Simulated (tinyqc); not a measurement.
Inside a calculation. Method: Pariser-Parr-Pople SCF with singles CI, for the molecule C=CC1=CC2=CC=CC2=C1 (SMILES; centres numbered as the heavy atoms are written). One step of it, computed by the program tinyqc.

Question. Iteration 1: orbitals and new P. Diagonalise F (the basis is taken as orthonormal) and form P = 2 sum c c over the lowest orbitals; 0.5 of the old P is kept.

F (eV), order 1C, 2C, 3C, 4C, 5C, 6C, 7C, 8C, 9C, 10C:
```
[[-5.354825, -5.780746, 0.318562, 0.429608, -0.207067, -0.027032, 0.137268, -0.029203, -0.223933, 0.532565],
 [-5.780746, -5.045856, -3.992921, -0.045092, 0.138596, -0.017295, -0.057210, -0.017295, 0.138613, -0.045090],
 [0.318562, -3.992921, -6.142122, -4.607314, 0.505728, 0.094117, -0.242729, 0.094114, 0.505754, -4.606778],
 [0.429608, -0.045092, -4.607314, -5.010729, -4.454731, -0.757059, 0.137182, 0.686273, 0.330762, -0.381395],
 [-0.207067, 0.138596, 0.505728, -4.454731, -6.246840, -4.367834, 0.540172, 0.395012, -4.327443, 0.330825],
 [-0.027032, -0.017295, 0.094117, -0.757059, -4.367834, -5.032659, -4.846470, -0.411230, 0.395023, 0.686451],
 [0.137268, -0.057210, -0.242729, 0.137182, 0.540172, -4.846470, -6.287361, -4.844898, 0.540034, 0.137197],
 [-0.029203, -0.017295, 0.094114, 0.686273, 0.395012, -0.411230, -4.844898, -5.013444, -4.367605, -0.757287],
 [-0.223933, 0.138613, 0.505754, 0.330762, -4.327443, 0.395023, 0.540034, -4.367605, -6.221052, -4.455691],
 [0.532565, -0.045090, -4.606778, -0.381395, 0.330825, 0.686451, 0.137197, -0.757287, -4.455691, -4.915973]]
```

pi electrons, sum of z_r less the charge = 10

P at the start, order 1C, 2C, 3C, 4C, 5C, 6C, 7C, 8C, 9C, 10C:
```
[[1.108654, 0.897546, -0.121616, -0.236535, 0.139218, 0.023257, -0.126775, 0.023257, 0.139218, -0.236535],
 [0.897546, 0.987039, 0.424476, 0.017602, -0.074060, 0.012442, 0.046514, 0.012442, -0.074060, 0.017602],
 [-0.121616, 0.424476, 1.143858, 0.586951, -0.183234, -0.050803, 0.151660, -0.050803, -0.183234, 0.586951],
 [-0.236535, 0.017602, 0.586951, 0.804844, 0.546820, 0.311325, -0.074060, -0.355342, -0.119847, 0.138178],
 [0.139218, -0.074060, -0.183234, 0.546820, 1.179557, 0.523563, -0.195676, -0.143104, 0.512890, -0.119847],
 [0.023257, 0.012442, -0.050803, 0.311325, 0.523563, 0.815659, 0.650196, 0.148993, -0.143104, -0.355342],
 [-0.126775, 0.046514, 0.151660, -0.074060, -0.195676, 0.650196, 1.160328, 0.650196, -0.195676, -0.074060],
 [0.023257, 0.012442, -0.050803, -0.355342, -0.143104, 0.148993, 0.650196, 0.815659, 0.523563, 0.311325],
 [0.139218, -0.074060, -0.183234, -0.119847, 0.512890, -0.143104, -0.195676, 0.523563, 1.179557, 0.546820],
 [-0.236535, 0.017602, 0.586951, 0.138178, -0.119847, -0.355342, -0.074060, 0.311325, 0.546820, 0.804844]]
```

Give: orbital energies; P after iteration 1.

Answer.

orbital energies (eV): [-15.5582, -13.3895, -11.2860, -11.0346, -9.1979, -3.1540, -0.0023, 1.9645, 3.0885, 3.2986]

P after iteration 1, order 1C, 2C, 3C, 4C, 5C, 6C, 7C, 8C, 9C, 10C:
```
[[1.0954, 0.9106, -0.1119, -0.2250, 0.1263, 0.0225, -0.1065, 0.0234, 0.1262, -0.2301],
 [0.9106, 0.9834, 0.3995, 0.0164, -0.0634, 0.0077, 0.0361, 0.0109, -0.0608, 0.0140],
 [-0.1119, 0.3995, 1.1579, 0.5943, -0.1886, -0.0505, 0.1411, -0.0496, -0.1875, 0.5941],
 [-0.2250, 0.0164, 0.5943, 0.7966, 0.5453, 0.3141, -0.0696, -0.3432, -0.1270, 0.1393],
 [0.1263, -0.0634, -0.1886, 0.5453, 1.1949, 0.5228, -0.1979, -0.1474, 0.5083, -0.1265],
 [0.0225, 0.0077, -0.0505, 0.3141, 0.5228, 0.8056, 0.6523, 0.1485, -0.1487, -0.3421],
 [-0.1065, 0.0361, 0.1411, -0.0696, -0.1979, 0.6523, 1.1711, 0.6511, -0.1980, -0.0687],
 [0.0234, 0.0109, -0.0496, -0.3432, -0.1474, 0.1485, 0.6511, 0.8049, 0.5242, 0.3136],
 [0.1262, -0.0608, -0.1875, -0.1270, 0.5083, -0.1487, -0.1980, 0.5242, 1.1956, 0.5438],
 [-0.2301, 0.0140, 0.5941, 0.1393, -0.1265, -0.3421, -0.0687, 0.3136, 0.5438, 0.7946]]
```
